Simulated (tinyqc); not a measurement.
Band bending at a free surface with one surface level, surface photovoltage and Kelvin probe: two steps of the calculation.

n-type bulk, xi = Ec - EF = Vt ln(Nc/Nd), p0 = ni^2/Nd, ni = sqrt(Nc Nv) exp(-Eg/(2 Vt)), Eg in volts. b is the upward band bending, u = b/Vt. Space charge per area, in units of q: Qc = sign(b) sqrt((2 eps0 eps_r Vt/q) [(Nd + dn)(exp(-u) - 1) + Nd u + (p0 + dn)(exp(u) - 1)]), with dn the excess density under light (flat quasi-Fermi levels; 0 in the dark). The level holds -Ns f, f = 1/(1 + exp((xi + b - Es)/Vt)). Neutrality: Qc + Qf + (charge of the states) = 0.

Values chosen for this exercise; band and dielectric values close to those of silicon:

| symbol | value | unit | meaning |
|---|---|---|---|
| T | 300 | K | temperature |
| Eg | 1.13 | eV | band gap |
| eps_r | 11.7 |  | relative permittivity |
| Nc | 2.77e19 | cm^-3 | conduction-band density of states at T |
| Nv | 2.7e19 | cm^-3 | valence-band density of states at T |
| chi | 4.02 | eV | electron affinity |
| Nd | 1.6e15 | cm^-3 | donor density |
| dn | 1.9e13 | cm^-3 | excess carrier density under light |

Constants: q = 1.602176634e-19 C, kB = 1.380649e-23 J/K, Vt = kB T/q, eps0 = 8.8541878128e-14 F/cm where lengths are in cm. Results are converted to the units shown.

Problem 1. Bulk quantities. xi, ni, p0, the Debye length sqrt(eps0 eps_r Vt/(q Nd)) and the flat-band work function chi + xi.

Find: xi; ni; p0; Debye length; chi + xi.

Solution 1.

xi = 0.25229 eV
ni = 8.8174e9 cm^-3
p0 = 48591 cm^-3
Debye length = 102.21 nm
chi + xi = 4.2723 eV

Problem 2. Surface photovoltage. Under chopped light the surface charge keeps its dark value, so b falls to bL with Qc(bL, dn) = Qc(b, 0); the photovoltage is b - bL. Qc rises with b, so bL follows by bisection.

converged b = 0.36701913 V

Give: bL; photovoltage; share of b removed; excess holes at the surface, dn exp(bL/Vt).

Solution 2.

bL = 0.1675 V
photovoltage = 199.5 mV
share of b removed = 54.36 %
excess holes at the surface, dn exp(bL/Vt) = 1.238e16 cm^-3

Computed by the program tinyqc: `OMP_NUM_THREADS=1 python tinyqc.py 2430005 2430006 out.jsonl`, one thread of a shared Intel Xeon 2.30GHz, about 0.01 s for the whole run.
